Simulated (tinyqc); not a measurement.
# Inputs raised by 10 %, one at a time

Model: mobility of a non-polar semiconductor in the relaxation-time approximation. Computed by tinyqc, a small Python program. Command: `OMP_NUM_THREADS=1 python tinyqc.py 3029125 3029126 out.jsonl rta sens`. One thread of a shared host (Intel(R) Xeon(R) Processor @ 2.30GHz), about 0.02 s of CPU time with the checks.

Each valley is treated as a sphere of mass m_d for states and rates, with one isotropic relaxation time; the conductivity mass m_c sets the current.

Inputs (values chosen for the exercise, for a model non-polar semiconductor):
```
quantity                                            value       unit
longitudinal mass m_l                                   2        m_0
transverse mass m_t                                  0.39        m_0
equivalent valleys Z                                    3          -
non-parabolicity alpha                               0.27       1/eV
static permittivity eps_s                            11.1          -
density rho                                          4010     kg/m^3
sound velocity v_l                                   7540        m/s
acoustic deformation potential D_A                    7.8         eV
phonon energy hbar w                                 75.2        meV
optical or intervalley deformation potential D_o      9.7  1e8 eV/cm
final valleys Z_f                                       2          -
carrier density n                                 1.8e+16     1/cm^3
compensation ratio C                                    0          -
temperature T                                         350          K
```

Band: Kane. Impurity formula: Conwell-Weisskopf. Further scattering: none.

Constants: k_B = 8.617333262e-05 eV/K; m_0 = 9.1093837015e-31 kg; e = 1.602176634e-19 C; hbar = 1.054571817e-34 J s; eps_0 = 8.8541878128e-12 F/m; k_B = 1.380649e-23 J/K; hbar = 6.582119569e-16 eV s.

Method:
- m_d = (m_l m_t^2)^(1/3); 1/m_c = (1/m_l + 2/m_t)/3; Hall mass factor A = 3 K_m (K_m + 2)/(2 K_m + 1)^2, K_m = m_l/m_t; N_I = n (1 + C)/(1 - C).
- Kane band: hbar^2 k^2/(2 m) = E (1 + alpha E), speed v = hbar k/(m (1 + 2 alpha E)), states per spin, volume and energy g(E) = m k (1 + 2 alpha E)/(2 pi^2 hbar^2); overlap factors are set to 1. Here m = m_d. Masses are multiplied by m_0 and all formulas are in SI units.
- The reduced Fermi level eta = E_F/(k_B T) solves n = 2 Z int g f dE with f = 1/(1 + exp(x - eta)) (Z = 1 unless valleys are given); screening length L_s = sqrt(eps_s eps_0 k_B T/(e^2 dn/deta)), dn/deta = 2 Z int g f (1 - f) dE.
- Integrals over x = E/(k_B T) use 160 Gauss-Legendre points in u = sqrt(x) from 0 to sqrt(max(eta, 0) + 32).
- Phonon occupation N_q = 1/(exp(hbar w/(k_B T)) - 1).
- Acoustic deformation potential (elastic, equipartition, absorption and emission together): 1/tau = 2 pi k_B T D_A^2 g(E)/(hbar rho v_l^2).
- Optical or intervalley deformation potential: 1/tau = (pi Z_f D_o^2/(rho w)) [N_q g(E + hbar w) + (N_q + 1) g(E - hbar w)], with g = 0 below the band edge.
- Each optical term is multiplied by (1 - f(E'))/(1 - f(E)), E' the final energy, for Pauli blocking.
- Singly charged impurities, momentum relaxation: 1/tau = N_I e^4 m (1 + 2 alpha E) Phi/(8 pi (eps_s eps_0)^2 hbar^3 k^3), with alpha = 0 for a parabolic band.
- Conwell-Weisskopf: Phi = ln(1 + y^2), y = 4 pi eps_s eps_0 E N_I^(-1/3)/e^2 (largest impact parameter N_I^(-1/3)/2).
- mu = (m_d/m_c) (2 Z e/(3 n k_B T)) int g v^2 tau f (1 - f) dE.
- Averages over x are split at the emission threshold x_0 = hbar w/(k_B T): 64 Gauss-Legendre points in sqrt(x) below it and 128 in sqrt(x - x_0) above it, up to x = max(eta, 0) + 32.
- Rates are added at each energy before the average. With <y> = int g v^2 y f (1 - f) dE: Hall factor r_H = A (3 n k_B T/(2 Z m_d)) <tau^2/(1 + 2 alpha E)>/<tau>^2 (alpha = 0 for a parabolic band); Hall mobility r_H mu; |S| = (k_B/e) (<x tau>/<tau> - eta); resistivity 1/(n e mu).

Runs; columns: (1) input moved; (2) from; (3) to; (4) Hall factor r_H; (5) resistivity (ohm cm); (6) acoustic mobility (cm^2/(V s)); (7) ionised impurity mobility (cm^2/(V s)):
```
(1)                                                               (2)       (3)     (4)     (5)     (6)    (7)
base run                                                            -         -  1.0858  0.9197  572.03  32012
transverse mass m_t (m_0)                                        0.39     0.429  1.1011  1.0971  476.95  30308
static permittivity eps_s                                        11.1     12.21  1.0896  0.9145  572.03  37625
sound velocity v_l (m/s)                                         7540      8294  1.0922  0.8096  692.16  32012
acoustic deformation potential D_A (eV)                           7.8      8.58  1.0801  1.0518  472.75  32012
phonon energy hbar w (meV)                                       75.2     82.72  1.0622  0.8422  572.03  32012
optical or intervalley deformation potential D_o (1e8 eV/cm)      9.7     10.67  1.0987  0.9710  572.03  32012
carrier density n (1/cm^3)                                    1.8e+16  1.98e+16  1.0834  0.8390  572.03  29392
```

Exponents ln(y'/y) / ln(x'/x):
```
input                                             Hall factor r_H  resistivity  acoustic mobility  ionised impurity mobility
transverse mass m_t                                         0.146        1.851             -1.907                     -0.574
static permittivity eps_s                                   0.037       -0.059              0.000                      1.695
sound velocity v_l                                          0.061       -1.338              2.000                      0.000
acoustic deformation potential D_A                         -0.055        1.408             -2.000                      0.000
phonon energy hbar w                                       -0.231       -0.924              0.000                      0.000
optical or intervalley deformation potential D_o            0.124        0.569              0.000                      0.000
carrier density n                                          -0.024       -0.963              0.000                     -0.896
```

To which inputs is each result most sensitive?

Among the inputs moved here: Hall factor r_H answers most in size to phonon energy hbar w (exponent -0.231), next to transverse mass m_t (+0.146). Resistivity answers most in size to transverse mass m_t (exponent +1.851), next to acoustic deformation potential D_A (+1.408). Its exponent -0.963 in carrier density n: the mobility is nearly constant there, so the resistivity follows 1/n. Acoustic mobility answers most in size to acoustic deformation potential D_A (exponent -2.000), and about equally to sound velocity v_l (+2.000); its exponent is below 0.0005 for static permittivity eps_s, phonon energy hbar w, optical or intervalley deformation potential D_o, carrier density n. Its exponent +2.000 in sound velocity v_l: the rate goes as 1/(rho v_l^2). Its exponent -2.000 in acoustic deformation potential D_A: the rate goes as D_A^2. Ionised impurity mobility answers most in size to static permittivity eps_s (exponent +1.695), next to carrier density n (-0.896); its exponent is below 0.0005 for sound velocity v_l, acoustic deformation potential D_A, phonon energy hbar w, optical or intervalley deformation potential D_o.
